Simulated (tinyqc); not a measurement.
Inside a calculation. Method: sp3 tight binding, zinc-blende lattice. Computed by tinyqc, a small Python program that keeps every step. Command: `OMP_NUM_THREADS=1 python tinyqc.py 23393 23394 out.jsonl` (the two numbers bound the seeds that draw the settings). One thread of a shared host (Intel(R) Xeon(R) Processor @ 2.60GHz), about 0.01 s of CPU time with the checks.

## Bloch Hamiltonian at k

Parameters chosen for this model: zinc-blende lattice, anion at 0, cation at a/4 (1,1,1); V = eta hbar^2 / (m d^2), hbar^2/m = 7.619964 eV angstrom^2:
```
parameter          value      unit
a               6.180000  angstrom
d               2.676018  angstrom
Es anion      -11.790000        eV
Ep anion       -7.600000        eV
Es cation     -11.790000        eV
Ep cation      -7.600000        eV
eta ss         -1.320000
eta sp          1.420000
eta pp sigma    2.220000
eta pp pi      -0.630000
V ss           -1.404587        eV
V sp            1.510995        eV
V pp sigma      2.362260        eV
V pp pi        -0.670371        eV
```

k point k (2 pi / a): [0.66000, -0.20000, -0.72000]

Slater-Koster rules over the four bonds with direction cosines (l, m, n): ss V_ss; s-px l V_sp; px-s -l V_sp; px-px l^2 V_pps + (1 - l^2) V_ppp; px-py l m (V_pps - V_ppp); each times exp(i k.d).

H(k) at k (eV), order a s, a px, a py, a pz, c s, c px, c py, c pz:
```
[[-11.79000, 0.00000, 0.00000, 0.00000, -1.15812+1.35216i, -0.49666+1.21626i, 2.58468-0.23371i, 0.39519-1.52858i],
 [0.00000, -7.60000, 0.00000, 0.00000, 0.49666-1.21626i, 0.28076-0.32780i, 0.45793-1.77126i, 2.99504-0.27082i],
 [0.00000, 0.00000, -7.60000, 0.00000, -2.58468+0.23371i, 0.45793-1.77126i, 0.28076-0.32780i, -0.57552+1.40936i],
 [0.00000, 0.00000, 0.00000, -7.60000, -0.39519+1.52858i, 2.99504-0.27082i, -0.57552+1.40936i, 0.28076-0.32780i],
 [-1.15812-1.35216i, 0.49666+1.21626i, -2.58468-0.23371i, -0.39519-1.52858i, -11.79000, 0.00000, 0.00000, 0.00000],
 [-0.49666-1.21626i, 0.28076+0.32780i, 0.45793+1.77126i, 2.99504+0.27082i, 0.00000, -7.60000, 0.00000, 0.00000],
 [2.58468+0.23371i, 0.45793+1.77126i, 0.28076+0.32780i, -0.57552-1.40936i, 0.00000, 0.00000, -7.60000, 0.00000],
 [0.39519+1.52858i, 2.99504+0.27082i, -0.57552-1.40936i, 0.28076+0.32780i, 0.00000, 0.00000, 0.00000, -7.60000]]
```

## Levels at k

Diagonalise the Hermitian matrix.

eigenvalues (eV): [-14.83303, -13.06606, -11.40158, -10.94949, -6.21774, -5.10326, -4.24848, -3.36035]

weights |c|^2 of the basis functions, order a s, a px, a py, a pz, c s, c px, c py, c pz:
```
[[0.43581, 0.24461, 0.04489, 0.00009, 0.20725, 0.05829, 0.00017, 0.00889],
 [0.00978, 0.07392, 0.12471, 0.26821, 0.02342, 0.03612, 0.27231, 0.19153],
 [0.04097, 0.10035, 0.19591, 0.00514, 0.21862, 0.31677, 0.00506, 0.11718],
 [0.01344, 0.08111, 0.13449, 0.22657, 0.05072, 0.08881, 0.22246, 0.18240],
 [0.43581, 0.24461, 0.04489, 0.00009, 0.20725, 0.05829, 0.00017, 0.00889],
 [0.00978, 0.07392, 0.12471, 0.26821, 0.02342, 0.03612, 0.27231, 0.19153],
 [0.04097, 0.10035, 0.19591, 0.00514, 0.21862, 0.31677, 0.00506, 0.11718],
 [0.01344, 0.08111, 0.13449, 0.22657, 0.05072, 0.08881, 0.22246, 0.18240]]
```

## Bloch Hamiltonian at L

k point L (2 pi / a): [0.50000, 0.50000, 0.50000]

As before.

H(k) at L (eV), order a s, a px, a py, a pz, c s, c px, c py, c pz:
```
[[-11.79000, 0.00000, 0.00000, 0.00000, -1.98639+1.98639i, -1.23372+1.23372i, -1.23372+1.23372i, -1.23372+1.23372i],
 [0.00000, -7.60000, 0.00000, 0.00000, 1.23372-1.23372i, 0.48155-0.48155i, -1.42960+1.42960i, -1.42960+1.42960i],
 [0.00000, 0.00000, -7.60000, 0.00000, 1.23372-1.23372i, -1.42960+1.42960i, 0.48155-0.48155i, -1.42960+1.42960i],
 [0.00000, 0.00000, 0.00000, -7.60000, 1.23372-1.23372i, -1.42960+1.42960i, -1.42960+1.42960i, 0.48155-0.48155i],
 [-1.98639-1.98639i, 1.23372+1.23372i, 1.23372+1.23372i, 1.23372+1.23372i, -11.79000, 0.00000, 0.00000, 0.00000],
 [-1.23372-1.23372i, 0.48155+0.48155i, -1.42960-1.42960i, -1.42960-1.42960i, 0.00000, -7.60000, 0.00000, 0.00000],
 [-1.23372-1.23372i, -1.42960-1.42960i, 0.48155+0.48155i, -1.42960-1.42960i, 0.00000, 0.00000, -7.60000, 0.00000],
 [-1.23372-1.23372i, -1.42960-1.42960i, -1.42960-1.42960i, 0.48155+0.48155i, 0.00000, 0.00000, 0.00000, -7.60000]]
```

## Levels at L

As before.

eigenvalues (eV): [-15.41613, -13.15194, -10.30277, -10.30277, -6.79138, -4.89723, -4.89723, -3.42055]

## Bands along a path

The same steps at evenly spaced points between the labelled ones.

Bands along the path (eV):
```
k            band 1     band 2     band 3     band 4    band 5    band 6    band 7    band 8
L         -15.41613  -13.15194  -10.30277  -10.30277  -6.79138  -4.89723  -4.89723  -3.42055
L-G 0.20  -15.75592  -12.69561  -10.20471  -10.20471  -6.73196  -4.99529  -4.99529  -3.59651
L-G 0.40  -16.37192  -11.72640   -9.92853   -9.92853  -6.57847  -5.27147  -5.27147  -4.10321
L-G 0.60  -16.92003  -10.59637   -9.53339   -9.53339  -6.39279  -5.66661  -5.66661  -4.87082
L-G 0.80  -17.28237   -9.51559   -9.14127   -9.14127  -6.24649  -6.05873  -6.05873  -5.73555
G         -17.40835   -8.96202   -8.96202   -8.96202  -6.23798  -6.23798  -6.23798  -6.17165
G-X 0.20  -17.23970   -9.39979   -9.39979   -9.30251  -6.19831  -6.03949  -5.80021  -5.80021
G-X 0.40  -16.74586  -10.21972  -10.21972  -10.14993  -6.08758  -5.79664  -4.98028  -4.98028
G-X 0.60  -15.96217  -11.26749  -10.96780  -10.96780  -5.92963  -5.62070  -4.23220  -4.23220
G-X 0.80  -14.94449  -12.50824  -11.46857  -11.46857  -5.76079  -5.56648  -3.73143  -3.73143
X         -13.76508  -13.76508  -11.64351  -11.64351  -5.62492  -5.62492  -3.55649  -3.55649
X-W 0.20  -13.76508  -13.76508  -11.64351  -11.64351  -5.62492  -5.62492  -3.55649  -3.55649
X-W 0.40  -13.76508  -13.76508  -11.64351  -11.64351  -5.62492  -5.62492  -3.55649  -3.55649
X-W 0.60  -13.76508  -13.76508  -11.64351  -11.64351  -5.62492  -5.62492  -3.55649  -3.55649
X-W 0.80  -13.76508  -13.76508  -11.64351  -11.64351  -5.62492  -5.62492  -3.55649  -3.55649
W         -13.76508  -13.76508  -11.64351  -11.64351  -5.62492  -5.62492  -3.55649  -3.55649
```

With 4 band(s) filled, the highest filled level on these points lies at G and the lowest empty one at L: a gap of 2.1706 eV, indirect.
